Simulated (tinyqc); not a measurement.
Worked calculation: electrons shared among three sets of ellipsoidal valleys. Values are carried at full precision from step to step, so a last printed digit may differ when a step is redone from the rounded ones.

Constants: hbar^2/2m0 = 3.80998211 eV angstrom^2; kB = 8.617333262e-05 eV/K.

Values chosen for the exercise (masses and offsets near those of AlAs; mobilities are free inputs, held fixed; not measured data): ml = (1.004, 1.332, 0.156) m0 (longitudinal masses of X, L, Gamma); mt = (0.227, 0.1525, 0.156) m0 (transverse masses); M = (3, 4, 1) (valleys in each set); T = 200 K; dE = (0, 0.188, 0.757) eV (edges of X, L, Gamma above the first); n = 2.5e+17 1/cm^3 (total electron density); mu = (280, 420, 1600) cm^2/(V s) (mobility of each set).

## Masses of each set

One valley: m_d = (ml mt^2)^(1/3). Whole set: m_de = M^(2/3) m_d. Mean over three axes: 1/m_c = (1/ml + 2/mt)/3. Anisotropy K = ml/mt.

m_d, m_de, m_c (m0) and K of each set:

| set | m_d | m_de | m_c | K |
|---|---|---|---|---|
| X | 0.3726 | 0.7751 | 0.3059 | 4.42 |
| L | 0.3141 | 0.7914 | 0.2164 | 8.73 |
| Gamma | 0.1560 | 0.1560 | 0.1560 | 1.00 |

m_de/m_c is 2.53 for X, 3.66 for L, 1.00 for Gamma: many anisotropic valleys give many states at a light conductivity mass. m_c is the mean over three axes; a set that holds only some of the equivalent valleys conducts with a mass that depends on direction.

## Effective densities of states

N_i = M_i times N = 2 (m kB T/(4 pi c))^(3/2) with c = hbar^2/2m0, in 1/angstrom^3; times 1e24 for 1/cm^3, with m = (ml mt^2)^(1/3).

kT = 0.017235 eV

N_i (1/cm^3): X 9.3207e+18, L 9.6165e+18, Gamma 8.4163e+17

## Fermi level and populations

F_j(eta) = (1/Gamma(j + 1)) integral_0^infinity x^j dx/(1 + exp(x - eta)), which tends to exp(eta) for eta << 0.

Solve n = sum_i N_i F_1/2((EF - dE_i)/kT), energies from the edge of the first set.

EF = -0.0622 eV

eta_i: X -3.61, L -14.52, Gamma -47.53

n_i (1/cm^3): X 2.50e+17, L 4.77e+12, Gamma 0.00191

shares: X 1.0000, L 0.0000, Gamma 0.0000

X holds most electrons (100.0 %). Boltzmann weights N_i exp(-dE_i/kT) would give L a share of 0.0000.

## Drift and Hall mobility of the mixture

With f_i the shares, mu_drift = sum f_i mu_i; low-field Hall mobility mu_H = sum f_i mu_i^2/mu_drift (scattering and anisotropy factors set to 1); the Hall density is n mu_drift/mu_H; rho = 1/(e n mu_drift), e = 1.602176634e-19 C.

mu_drift = 280 cm^2/(V s)
mu_H = 280 cm^2/(V s)
Hall density = 2.50e+17 1/cm^3
rho = 0.0892 ohm cm

A Hall measurement would read 100.0 % of the true density.

## Checks

- Share of L at n = 1e10 1/cm^3 against the Boltzmann weight: both 1.889e-05.

Run: tinyqc, `OMP_NUM_THREADS=1 python tinyqc.py 1680131 1680132 out.jsonl`; Intel(R) Xeon(R) Processor @ 2.30GHz, one thread, shared host; about 0.01 s of CPU time with all checks.
